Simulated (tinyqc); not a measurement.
# Reset of a mushroom phase-change cell, hemispherical electro-thermal model: scaling of the melting current

Current spreads from a hemispherical contact of radius r0 into a large dome with constant rho and ka: j = I/(2 pi r^2). With s = r0/r the steady rise is T - T0 = c (b s - s^2), c = I^2 rho/(8 pi^2 ka r0^2). The heat lost through the heater, (T(r0) - T0)/Rh, fixes b = (2 + g)/(1 + g), g = 1/(2 pi ka r0 Rh).

The peak lies at s = b/2 with the rise c b^2/4; melting starts at the current where that equals Tm - T0, and the molten shell spans the roots of s^2 - b s + (Tm - T0)/c = 0 (s at most 1). Electrical resistance rho/(2 pi r0). Rh is scaled as 1/r0, as for an isotropic shrink, in the last two columns and held fixed in the first two.

Inputs (values chosen for the exercise); values of the order of Ge-Sb-Te and related chalcogenides: ambient temperature T0 = 300 K; melting point Tm = 880 K; resistivity of the hot chalcogenide rho = 3.7 mohm cm; its thermal conductivity ka = 1.06 W/(m K); thermal resistance of the path through the heater Rh = 40 K/uW.

Result of one run:

| Im (uA) | Im/(2 pi r0^2) (MA/cm^2) | Im with Rh = Rh (19 nm/r0) (uA) | power there (uW) |
|---|---|---|---|
| 1695 | 13.32 | 1776 | 413.0 |

Which radius of the heater contact r0 gave this result: 8, 17, 24, 45 or 60 nm?

r0 = 45 nm.

The whole series:

| r0 (nm) | Im (uA) | Im/(2 pi r0^2) (MA/cm^2) | Im with Rh = Rh (19 nm/r0) (uA) | power there (uW) |
|---|---|---|---|---|
| 5 | 230.5 | 146.8 | 197.4 | 45.89 |
| 8 | 344.8 | 85.75 | 315.8 | 73.42 |
| 12 | 493.4 | 54.54 | 473.7 | 110.1 |
| 17 | 677.0 | 37.28 | 671.1 | 156.0 |
| 24 | 932.4 | 25.76 | 947.5 | 220.3 |
| 33 | 1260 | 18.41 | 1303 | 302.9 |
| 45 | 1695 | 13.32 | 1776 | 413.0 |
| 60 | 2239 | 9.899 | 2369 | 550.6 |

With isotropic scaling Im and the power go as r0^(1.00) and r0^(1.00), so the current density grows as 1/r0 and the voltage stays fixed. With Rh held, Im goes as r0^(0.91) over the table, as the heater path weighs more for a small contact. For r0 = 5, 8 boundary thermal resistance, left out here, would dominate.

Range of the model: Constant properties, no latent heat, thermoelectric terms, boundary resistance or heating in the heater itself.

Program tinyqc, `OMP_NUM_THREADS=1 python tinyqc.py 2490108 2490109 out.jsonl`; Intel Xeon 2.30GHz, shared host, one thread, about 0.01 s.
